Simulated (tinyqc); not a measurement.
## Tunnelling through a gate dielectric, WKB transmission and Tsu-Esaki current: current against voltage

Electrons leave the emitter at x = 0. Energies E (motion across the layers) are in eV from the emitter Fermi level; the collector Fermi level lies at -V and offers states at every E. No charge in the dielectric and no image force: F1 = V/t1, U = phi1 - F1 x. With C = hbar^2/(2 m0), kappa = sqrt(m (U - E)/C) where U > E and 0 elsewhere; T(E) = exp(-S), S = 2 times the integral of kappa over x.

Each layer adds (2/F) sqrt(m/C) [G(u at its left edge) - G(u at its right edge)] to S, with u = U - E (0 where negative) and G(u) = (2/3) u^1.5. J = J0 times the integral of T(E) N(E) dE, N = ln[(1 + exp(-E/Vt))/(1 + exp((-E - V)/Vt))], J0 = q^2 me m0 kB T/(2 pi^2 hbar^3) (times 1e-4 for A/cm^2 per eV), from E = -Ef to far above the barrier (T = 1 there), by quadrature converged to the digits shown.

Parameters, values chosen for the exercise; dielectric values close to those of hafnium oxide:
- T = 77 K (temperature)
- Ef = 0.1 eV (Fermi energy of the emitter above its band bottom)
- me = 1 m0 (emitter mass in the supply function)
- phi1 = 1.51 eV (barrier of layer 1 above the emitter Fermi level at zero bias)
- m1 = 0.21 m0 (tunnelling mass of layer 1)
- t1 = 2.7 nm (thickness of layer 1)

Constants: q = 1.602176634e-19 C, kB = 1.380649e-23 J/K, hbar = 1.054571817e-34 J s, m0 = 9.1093837015e-31 kg, Vt = kB T/q, hbar^2/(2 m0) = 0.0380998212 eV nm^2. Results are converted to the units shown.

Result of one run:

| S at E = 0 | T(E = 0) | J (A/cm^2) | mean E of the current (eV) |
|---|---|---|---|
| 15.05 | 2.907e-7 | 17.02 | -0.06238 |

Which voltage across the dielectric V gave this result: 0.2, 0.59, 1.36, 1.75 or 2.91 V?

V = 0.2 V.

The whole series:

| V (V) | S at E = 0 | T(E = 0) | J (A/cm^2) | mean E of the current (eV) |
|---|---|---|---|---|
| 0.2 | 15.05 | 2.907e-7 | 17.02 | -0.06238 |
| 0.59 | 13.94 | 8.833e-7 | 50.35 | -0.06209 |
| 0.97 | 12.71 | 3.021e-6 | 165.6 | -0.06169 |
| 1.36 | 11.17 | 1.409e-5 | 715.8 | -0.06089 |
| 1.75 | 8.961 | 1.283e-4 | 5979 | -0.05978 |
| 2.14 | 7.328 | 6.567e-4 | 3.380e4 | -0.06092 |
| 2.52 | 6.223 | 0.001983 | 1.092e5 | -0.06167 |
| 2.91 | 5.389 | 0.004566 | 2.650e5 | -0.06224 |
| 3.3 | 4.752 | 0.008632 | 5.214e5 | -0.06266 |

J rises from 17.0 to 5.21e5 A/cm^2, by 1.21 decades a volt between the first two rows and 0.754 between the last two. From V = 1.75 V on (among the rows) a band edge falls below the emitter Fermi level, so electrons at E = 0 no longer cross the full thickness. In 2 of the 9 rows the field exceeds 10 MV/cm (up to 12.2), more than most dielectrics sustain; the model ignores breakdown. In 2 of the 9 rows S is below 6, where a WKB prefactor of 1 is a rough guess.

Computed by the program tinyqc: `OMP_NUM_THREADS=1 python tinyqc.py 2540168 2540169 out.jsonl`, one thread of a shared Intel Xeon 2.30GHz, about 0.02 s for the whole run.
